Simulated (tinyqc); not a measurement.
# Transistor under a ferroelectric capacitor (negative capacitance), static model: effect of the ferroelectric thickness

A ferroelectric film of thickness tf lies between the gate and an inner metal at potential v, which drives an ordinary transistor. One domain, P = Q (background permittivity neglected): Vg = v + tf (2 al Q + 4 be Q^3), al = -3 sqrt(3) Ec/(4 Pr), be = 3 sqrt(3) Ec/(8 Pr^3). Gate charge Q(v) = Qi + Cp v with the channel charge Qi = Cox n Vt ln(1 + exp((v - VT)/(n Vt))). Q in uC/cm^2, E in kV/cm; 1 nm times 1 kV/cm is 1e-4 V. Domains, leakage and the switching time are left out.

C = dQ/dv = Cox/(1 + exp(-(v - VT)/(n Vt))) + Cp; dVg/dv = 1 + C tf (2 al + 12 be Q^2); gain = dv/dVg. The largest gain is taken over -0.3 V < v < 2.5 V, tc is the thickness at which dVg/dv first touches zero, the swing is n Vt ln 10 (1 + 2 al tf Cp), v solves Vg(v) = Vg, and the last column compares Qi(v) with Qi(Vg) of the transistor without the film.

Values chosen for this exercise; Pr and Ec close to those of hafnium oxide based films:
```
symbol  value     unit                                      meaning
T         293        K                                  temperature
Pr         10  uC/cm^2                        remanent polarisation
Ec       1000    kV/cm                               coercive field
Cox       2.2  uF/cm^2               capacitance of the inner oxide
Cp       0.83  uF/cm^2            overlap capacitance per gate area
VT       0.33        V            threshold of the inner transistor
n        1.25           subthreshold factor of the inner transistor
Vg       0.21        V                                 gate voltage
```

Constants: q = 1.602176634e-19 C, kB = 1.380649e-23 J/K, Vt = kB T/q. Results are converted to the units shown.

Result of one run:
```
tf (nm)  tc (nm)  largest gain  swing (mV/decade)  v at Vg (V)  Qi with/without film
4.5        12.99         1.530              65.62       0.2330                 2.046
```

What becomes of these results when the ferroelectric thickness tf is changed from 4.5 to 6.1 nm, all else the same?

Result of the changed run:
```
tf (nm)  tc (nm)  largest gain  swing (mV/decade)  v at Vg (V)  Qi with/without film
6.1        12.99         1.886              63.11       0.2426                 2.752
```

The whole series:
```
tf (nm)  tc (nm)  largest gain  swing (mV/decade)  v at Vg (V)  Qi with/without film
1.3        12.99         1.111              70.63       0.2161                 1.211
1.8        12.99         1.161              69.85       0.2186                 1.308
2.4        12.99         1.227              68.91       0.2216                 1.437
3.3        12.99         1.341              67.50       0.2263                 1.665
4.5        12.99         1.530              65.62       0.2330                 2.046
6.1        12.99         1.886              63.11       0.2426                 2.752
8.4        12.99         2.832              59.51       0.2582                 4.437
11         12.99         6.541              55.43       0.2801                 8.479
```

As tf goes from 1.3 to 11 nm, the largest gain rises from 1.11 to 6.54, the swing falls from 70.6 to 55.4 mV a decade and tc stays at 13.0 nm. The gain grows as 1/(1 - tf/tc), the swing falls only linearly, because below threshold the film works against the small Cp. At tf = 16 nm tf is within 2 % of tc or beyond it, so those rows are left out. At tf = 11 nm the gain relies on a single-domain state close to the fold, which domains would spoil.

tinyqc, about 0.02 s, one thread, Intel Xeon 2.30GHz (shared host): `OMP_NUM_THREADS=1 python tinyqc.py 2860152 2860153 out.jsonl`
